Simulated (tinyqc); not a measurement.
Changing the bond stretching alpha: Keating valence-force model of a tetrahedral crystal. Computed by tinyqc, a small Python program. Command: `OMP_NUM_THREADS=1 python tinyqc.py 3019557 3019558 out.jsonl keating sweep`. One thread of a shared host (Intel(R) Xeon(R) Processor @ 2.30GHz), about 0.09 s of CPU time with the checks.

Atom A sits at 0 and atom B at a/4 (1,1,1) of an fcc lattice; the four bonds from A are t = a/4 (1,1,1), a/4 (1,-1,-1), a/4 (-1,1,-1), a/4 (-1,-1,1), of length d = sqrt(3) a/4. Energy: E = (3 alpha/(8 d^2)) sum over bonds (r.r - d^2)^2 + (3 beta/(8 d^2)) sum over pairs of bonds at one atom (r_i.r_j + d^2/3)^2, with beta_A for the six pairs at A and beta_B for the six at B. The cell holds two atoms, Omega = a^3/4. 1 N/m = 1 J/m^2. With constants fitted to the elastic moduli this model puts optical and zone-boundary frequencies of real crystals too high, by up to about 20 % in elemental crystals and up to about 50 % in compounds, and mostly by more for TA modes; in compounds the lattice part of the static dielectric constant then comes out too low.

Inputs (values chosen for the exercise, modelled on aluminium arsenide):
```
quantity,value,unit
lattice constant a,5.661,angstrom
mass M_A,26.98,u
mass M_B,74.92,u
bond bending beta_A,9.13,N/m
bond bending beta_B,9.67,N/m
```

Structure: zinc blende.

Constants: nu for 1 eV/(angstrom^2 u) = 15.6333042 THz; 1 eV/angstrom^2 = 16.02176634 J/m^2; 1 THz = 33.35640952 1/cm.

Method:
- beta = (beta_A + beta_B)/2; C11 = (alpha + 3 beta)/a, C12 = (alpha - beta)/a, C44 = 4 alpha beta/(a (alpha + beta)); with the two sublattices clamped C44(0) = (alpha + beta)/a; internal-strain parameter zeta = (alpha - beta)/(alpha + beta); B = (C11 + 2 C12)/3.
- beta = (beta_A + beta_B)/2; mu = M_A M_B/(M_A + M_B); lambda = 4 (alpha + beta)/mu with the springs in eV/angstrom^2; nu = 15.6333042 THz x sqrt(lambda).
- With displacements u exp(i q.r), each bracket changes by g.u, where g = (g_A, g_B): bond t, g = (-2 t, 2 t exp(i q.t)); pair (i, j) at A, g = (-(t_i + t_j), t_i exp(i q.t_j) + t_j exp(i q.t_i)); pair at B, g = (-t_i exp(-i q.t_j) - t_j exp(-i q.t_i), t_i + t_j). Then D_mn = sum over the 4 bonds and 12 pairs of (4 k/a^2) conj(g_m) g_n / sqrt(M_m M_n), with k = alpha or beta converted to eV/angstrom^2. Only the short-range forces enter; the Coulomb field of the charges is left out.
- An eigenvalue lambda of D in eV/(angstrom^2 u) gives nu = 15.6333042 THz x sqrt(lambda).
- Take the lowest frequency at X = (1, 0, 0) 2 pi/a, the transverse acoustic (TA) mode.

One run for each value:
```
bond stretching alpha (N/m),nu_TO at G (THz),bulk modulus B (GPa),C44 (GPa),TA frequency at X (THz),internal-strain parameter zeta
22.2,9.859,44.75,46.662,4.4593,0.40506
27.1,10.596,53.41,49.314,4.5206,0.48493
33.1,11.434,64.01,51.729,4.5678,0.55765
40.3,12.364,76.72,53.857,4.6038,0.62173
49.1,13.414,92.27,55.747,4.6320,0.67863
59.9,14.600,111.35,57.410,4.6542,0.72872
73.0,15.920,134.49,58.842,4.6718,0.77184
89.0,17.398,162.75,60.074,4.6858,0.80894
```

Describe and explain the trends.

Over the rows, nu_TO at G (THz) rises from 9.86 to 17.4 (exponent d ln y / d ln x 0.36 between the first rows and 0.45 between the last); bulk modulus B (GPa) rises from 44.8 to 163 (exponent d ln y / d ln x 0.89 between the first rows and 0.96 between the last); C44 (GPa) rises from 46.7 to 60.1 (exponent d ln y / d ln x 0.28 between the first rows and 0.10 between the last); TA frequency at X (THz) rises from 4.46 to 4.69 (exponent d ln y / d ln x 0.068 between the first rows and 0.015 between the last); internal-strain parameter zeta rises from 0.405 to 0.809 (exponent d ln y / d ln x 0.90 between the first rows and 0.24 between the last). At the high end the exponent of nu_TO at G is 0.45, close to 0.50: the optical mode mostly stretches bonds. B = (alpha + beta/3)/a and the optical mode follow the bond stretching; C44 needs the angles to bend and saturates towards 4 beta/a, and zeta tends to 1 as bonds become rigid.

Extremes, crossings and ranges named in words are read from the listed rows.
